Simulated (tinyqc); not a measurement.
What the excited states change: donors with valley-orbit split 1s states.

Each donor binds at most one electron, in any of its states. For a site s, W_s = sum over its states of g exp(E/kT), and the ionised share is 1/(1 + W_s exp(eta)), eta = (EF - Ec)/kT; n = Nc F_1/2(eta); neutrality n + NA = ND x (mean ionised share); holes are neglected. Nc from N = 2 (m kB T/(4 pi c))^(3/2) with c = hbar^2/2m0, in 1/angstrom^3; times 1e24 for 1/cm^3, m = md. F_j(eta) = (1/Gamma(j + 1)) integral_0^infinity x^j dx/(1 + exp(x - eta)), which tends to exp(eta) for eta << 0.

Constants: hbar^2/2m0 = 3.80998211 eV angstrom^2; kB = 8.617333262e-05 eV/K.

Parameters, chosen for this exercise (near those of As in Si; not measured data):

| symbol | value | unit | meaning |
|---|---|---|---|
| md | 1.081 | m0 | density-of-states mass of the conduction band |
| E | (54.8, 33.1, 32.9) | meV | binding energies of 1s(A1), 1s(T2), 1s(E) |
| g | (2, 6, 4) |  | their degeneracies with spin |
| ND | 9.2e+17 | 1/cm^3 | donors |
| NA | 3.3e+17 | 1/cm^3 | compensating acceptors, all ionised |

The last columns keep only the ground state of each site (g = 2).

Results:

| T (K) | effective degeneracy | eta | n (1/cm^3) | n, ground states only | ratio |
|---|---|---|---|---|---|
| 40 | 2.02 | -16.02 | 1.52e+11 | 1.53e+11 | 0.991 |
| 60 | 2.15 | -10.78 | 5.24e+13 | 5.62e+13 | 0.931 |
| 80 | 2.42 | -8.26 | 1.01e+15 | 1.22e+15 | 0.826 |
| 110 | 3.00 | -6.35 | 1.09e+16 | 1.60e+16 | 0.682 |
| 150 | 3.85 | -5.25 | 5.23e+16 | 8.66e+16 | 0.605 |
| 200 | 4.83 | -4.76 | 1.31e+17 | 2.17e+17 | 0.605 |
| 250 | 5.64 | -4.62 | 2.10e+17 | 3.30e+17 | 0.636 |
| 300 | 6.31 | -4.62 | 2.77e+17 | 4.10e+17 | 0.675 |
| 500 | 8.03 | -4.94 | 4.33e+17 | 5.35e+17 | 0.810 |

Give the missing row, T (K) = 400.

Computed row:
```
T (K)  effective degeneracy    eta  n (1/cm^3)  n, ground states only  ratio
400                    7.32  -4.75    3.73e+17               4.97e+17  0.750
```

The effective degeneracy grows from 2.02 to 8.03. Excited states hold electrons back, so the ratio is never above 1; it is lowest, 0.605, at 150 K of those listed, and 0.675 at 300 K. At low T the excited states empty out, and at high T more donors are ionised (n is 73 % of ND - NA in the last row), so the effect is largest in between.

Computed by tinyqc, a small Python program: `OMP_NUM_THREADS=1 python tinyqc.py 1650864 1650865 out.jsonl` (the numbers bound the seed that draws the inputs); one thread of a shared host (Intel(R) Xeon(R) Processor @ 2.30GHz), about 0.01 s for the whole set of steps.
